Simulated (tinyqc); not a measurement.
# Probe couplings from its potential

Inverse problem. One voltage probe p sits between leads L (mu = 1) and R (mu = 0) without magnetic field: mu_p = T_pL/(T_pL + T_pR), T_eff = T_RL + T_pL T_pR/(T_pL + T_pR). Find T_pL and T_pR.

T_RL = 0.21
mu_p = 0.47368421
T_eff = 0.35210526

Answer. T_eff - T_RL equals T_pL (1 - mu_p) and also T_pR mu_p.

T_pL = 0.2700
T_pR = 0.3000

Computed by the program tinyqc: `OMP_NUM_THREADS=1 python tinyqc.py 2700115 2700116 out.jsonl`, one thread of a shared Intel Xeon 2.30GHz, about 0.01 s for the whole run.
